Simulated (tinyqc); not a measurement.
Crystal pulling from the melt: segregation, interface stability, heat balance and point-defect regime: one step, computed by the program tinyqc.

A dilute solute; steady pulling with a flat interface unless it is found unstable.

Task: Concentration at the frozen fraction g. Axial profile: C_s = k_eff C0 (1 - g)^(k_eff - 1); bulk melt C_L = C_s/k_eff. Usable fraction: the g at which C_s has changed by 30 % from its first value (0.99 at most).

Inputs (values chosen for the exercise, modelled on boron in silicon): initial melt concentration C0 = 3.9e+18 1/cm^3; frozen fraction g = 0.76.

Loss from the melt surface: none.

k_eff = 0.8794447

Give: C_s; C_L; usable fraction.

Result:

C_s = 4.074e+18 1/cm^3

C_L = 4.632e+18 1/cm^3

usable fraction = 0.8865

C_s rises along the crystal.
